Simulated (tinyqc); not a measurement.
# AlGaN/GaN HEMT with access regions, lumped model: field plate: effect of the insulator under the field plate

A polarisation-induced electron sheet under a Schottky gate, in series with two ungated access regions and contacts. Drift law v = mu E/(1 + mu E/vs) under the gate. Currents in mA/mm, resistances in ohm mm. No self-heating, no channel-length modulation; fits for polarisation, barrier and offset are chosen for the exercise.

sigma = (5e13 x + 1.6e13 x^2) cm^-2, phiB = 0.84 + 1.3 x, dEc = 0.7 (1.71 x + x^2) in volts, Cb = eps0 eps_r/d, VT = phiB - dEc - q sigma/Cb, access density n0 = -Cb VT/q. Off state: a depleted stretch that holds the voltage V has the peak field sqrt(k V), k = 2 q n0/(eps0 eps_r te), so one edge holds V1 = Ec^2/k. The sheet under the plate pinches off at Vf = q n0 (1/Cb + tf/(eps0 ei)); beyond it the gate edge is screened. BV = V1 if Vf >= V1, else Vf + V1, and at most Ec Ld.

Values chosen for this exercise; values close to those of AlGaN/GaN structures: aluminium share of the barrier x = 0.21; barrier thickness d = 12 nm; relative permittivity of barrier and channel eps_r = 9.2; drain access length Ld = 8 um; critical field Ec = 2.9 MV/cm; depth over which the depleted charge spreads te = 0.33 um; relative permittivity of that insulator ei = 7.5.

Constants: q = 1.602176634e-19 C, eps0 = 8.8541878128e-14 F/cm where lengths are in cm. Results are converted to the units shown.

The same in every row: V1 (V) = 91.79; Ec Ld (V) = 2320.

Results:
```
tf (nm),Vf (V),BV (V)
49,10.90,102.7
72,15.17,107.0
110,22.21,114.0
240,46.32,138.1
350,66.72,158.5
520,98.24,91.79
780,146.5,91.79
```

Estimate the missing row, tf = 160 nm.

Computed row:
```
tf (nm),Vf (V),BV (V)
160,31.48,123.3
```

With this row back in the table: BV goes from 103 through a maximum of 159 (at tf = 350 nm among the rows listed) to 91.8 V. The plate helps (Vf < V1) in 6 of the 8 rows, and the access length caps BV in 0. The best thickness makes Vf just under V1, tf = 485 nm, where both edges reach Ec together and BV nears 2 V1.

Numbers from tinyqc (`OMP_NUM_THREADS=1 python tinyqc.py 2570146 2570147 out.jsonl`; about 0.02 s on one thread of a shared Intel Xeon 2.30GHz).
